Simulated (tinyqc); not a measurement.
Lattice vibrations of a chain, step by step. One step of it, computed by the program tinyqc.

Task: Dynamical matrix at q = 0.11. q is in units of 2 pi/a. A spring k from atom i to atom j, n cells on, adds k to Phi_ii and Phi_jj, -k exp(2 pi i q n) to Phi_ij and the conjugate to Phi_ji (for one atom a cell: 2k (1 - cos 2 pi q n)); D_ij = Phi_ij / sqrt(m_i m_j).

A chain moving along its axis:
```
atom   mass (u)  spring to the next atom (eV/angstrom^2)
1     45.400000                                26.600000
2     26.200000                                20.300000
```

Give: D(q).

Result:

D(q) (eV/(angstrom^2 u)):
```
               1              2
1          1.033  -1.225+0.375i
2  -1.225-0.375i          1.790
```
